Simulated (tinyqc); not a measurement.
Position of the spike: inter-valley coupling by envelope functions against a chain of atomic planes.

Chain: E(phi) = e0 + 2 v cos(phi) + 2 u cos(2 phi), cos(phi0) = -v/(4u), e0 = 2u + v^2/(4u); plane j = 0, 1, ... has the potential V_j = dE x_j + F (j - 30) a/4 (1 MV/m = 1e-4 V/angstrom). There are 30 barrier planes a side; with y = j - 29.5, x_j = xb (f(y) + f(Nw - y)), f(y) = 1/(1 + exp(y/L)), plus any Ge added in the well. The valley splitting is the spacing of the two lowest levels. Envelope theory: F_j solves a one-valley chain with hopping -b and diagonal 2b + V_j, b = 4u sin^2(phi0), sum F_j^2 = 1; the valleys couple by Dv = sum_j F_j^2 V_j exp(-2 i phi0 j) and split by 2|Dv|.

Values chosen for the exercise (near those of the Delta valleys of silicon in a SiGe well; the results hold for these values, not for the real material):
- a = 5.431 angstrom (lattice constant; planes lie a/4 apart)
- u = 0.617 eV (second-neighbour hopping)
- v = 0.506 eV (nearest hopping)
- Nw = 61 (planes in the well)
- L = 1.25 planes (interface width)
- xb = 0.32 (Ge fraction of the barriers)
- dE = 0.52 eV (offset per unit Ge fraction)
- F = 0 MV/m (field)
- xs = 0.08 (Ge fraction added on that plane)

The spike is moved through the well; position counted from the first well plane, j - 30.

Against position:

| j - 30 | F_j^2, smooth | mean of the doublet (meV) | splitting, chain (micro-eV) | envelope | first order |
|---|---|---|---|---|---|
| 3 | 0.00256 | 5.37 | 181 | 179 | 213 |
| 7 | 0.00648 | 5.50 | 435 | 430 | 539 |
| 12 | 0.01304 | 5.71 | 861 | 850 | 1085 |
| 18 | 0.02135 | 6.01 | 1455 | 1445 | 1776 |
| 24 | 0.02767 | 6.27 | 1993 | 1987 | 2302 |
| 30 | 0.03002 | 6.39 | 2224 | 2219 | 2498 |
| 40 | 0.02379 | 6.10 | 1652 | 1643 | 1980 |
| 49 | 0.01164 | 5.66 | 768 | 758 | 969 |
| 58 | 0.00186 | 5.34 | 134 | 132 | 155 |

What does the comparison show?

The splitting is largest at plane 30 among these rows (2224 micro-eV), and the smooth envelope peaks at plane 30, counting all planes; without a spike it is 0.062. Where the splitting exceeds 20 micro-eV the envelope theory lies within 1.3 % of the chain and first order within 26 %.

Computed by tinyqc, a small Python program: `OMP_NUM_THREADS=1 python tinyqc.py 1481606 1481607 out.jsonl` (the numbers bound the seed that draws the inputs); one thread of a shared host (Intel(R) Xeon(R) Processor @ 2.30GHz), about 0.07 s for the whole set of steps.
